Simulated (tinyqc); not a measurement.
Changing the time step dt: finite-difference solution of the diffusion equation on a small grid. Computed by tinyqc, a small Python program. Command: `OMP_NUM_THREADS=1 python tinyqc.py 3022722 3022723 out.jsonl fdiff sweep`. One thread of a shared host (Intel(R) Xeon(R) Processor @ 2.30GHz), about 0.01 s of CPU time with the checks.

dC/dt = D d2C/dx2 on nodes x_j = j dx, j = 0..7; the far end is sealed.

Inputs (values chosen for the exercise): diffusivity D = 0.22 nm^2/s; grid spacing dx = 20 nm; final time t_f = 2600 s.

Boundary at x = 0: sealed surface. Scheme: explicit.

start values C_j, j = 0, 1, ... (% of a reference): 35.7  77.9  100  78.6  17.3  11.1  0  0

Method:
- The operator M acts as (M C)_j = C_(j-1) - 2 C_j + C_(j+1); at the sealed far end a mirror node gives 2 C_(N-2) - 2 C_(N-1); at j = 0, a mirror node gives 2 C_1 - 2 C_0.
- r = D dt/dx^2.
- With r = D dt/dx^2: (1 - theta r M) C(new) = (1 + (1 - theta) r M) C(old); theta = 0 explicit, 1 implicit, 1/2 Crank-Nicolson.
- The run takes n = round(t_f/dt) steps of length t_f/n.
- The dose is the trapezoidal sum of C dx; the error is the largest difference from exp(M D t/dx^2) C(0), the exact time evolution on the same grid.

One run for each value:
```
time step dt (s)  largest error at t_f (%)  mesh ratio r  final C_4 (%)  final dose (% nm)
10.1562                             0.0383       0.00559         37.817               6055
20.3125                             0.0767       0.01117         37.831               6055
40.6250                             0.1533       0.02234         37.859               6055
81.2500                             0.3064       0.04469         37.915               6055
162.5000                            0.6116       0.08937         38.022               6055
325.0000                            1.2143       0.17875         38.217               6055
650.0000                            2.3199       0.35750         38.354               6055
```

Over the rows, largest error at t_f (%) rises from 0.0383 to 2.32 (exponent d ln y / d ln x 1.00 between the first rows and 0.93 between the last). The exponent of largest error at t_f stays between 0.93 and 1.00, near 1: first order in the step.

Extremes, crossings and ranges named in words are read from the listed rows.
